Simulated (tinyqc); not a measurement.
Deal-Grove kinetics of thermal oxidation of silicon. Changing the time t. Computed by tinyqc, a small Python program. Command: `OMP_NUM_THREADS=1 python tinyqc.py 3002867 3002868 out.jsonl oxide sweep`. One thread of a shared host (Intel(R) Xeon(R) Processor @ 2.30GHz), about 0.2 s of CPU time with the checks.

Oxidant diffuses through the oxide and reacts at the interface, so that dx/dt = B/(A + 2x) for the oxide thickness x.

Inputs (values chosen for the exercise, close to those used for silicon): prefactor B0 = 871 um^2/h; activation energy E_B = 1.22 eV; prefactor (B/A)0 = 7.08e+06 um/h; activation energy E_A = 2.01 eV; temperature T = 1025 C; oxidant pressure p = 10 atm; pressure exponent m of B/A = 0.75; initial oxide x_i = 0.1 um.

Ambient: dry oxygen. Surface: (111).

Constants: k_B = 8.617333262e-05 eV/K.

Method:
- B = B0 p exp(-E_B/(k_B T)), B/A = (B/A)0 p^m exp(-E_A/(k_B T)), p in atm; A = B/(B/A).
- Temperatures in kelvin are T(C) + 273.15.
- tau = (x_i^2 + A x_i)/B and x = (A/2) [sqrt(1 + 4 B (t + tau)/A^2) - 1], the root of x^2 + A x = B (t + tau).
- Silicon consumed is 0.44 times the oxide grown; the rate is B/(A + 2x).

One run for each value:
```
time t (h)  oxide thickness x (um)  final growth rate (um/h)  silicon consumed (um)
0.03                        0.1103                   0.33586                 0.0045
0.074                       0.1246                   0.31676                 0.0108
0.18                        0.1562                   0.28151                 0.0247
0.45                        0.2241                   0.22718                 0.0546
1.1                         0.3495                   0.16750                 0.1098
2.7                         0.5676                   0.11494                 0.2057
6.6                         0.9243                   0.07596                 0.3627
16                          1.4876                   0.04947                 0.6105
40                          2.4110                   0.03148                 1.0168
```

Over the rows, oxide thickness x (um) rises from 0.110 to 2.41 (exponent d ln y / d ln x 0.14 between the first rows and 0.53 between the last); final growth rate (um/h) falls from 0.336 to 0.0315 (exponent d ln y / d ln x -0.065 between the first rows and -0.49 between the last); silicon consumed (um) rises from 0.00453 to 1.02 (exponent d ln y / d ln x 0.97 between the first rows and 0.56 between the last). At the high end the exponent of oxide thickness x is 0.53, close to 0.50: the parabolic law, diffusion through the oxide. At the high end the exponent of final growth rate is -0.49, close to -0.50: parabolic growth slows as t^(-1/2). The rate B/(A + 2x) falls as the film lengthens the diffusion path.
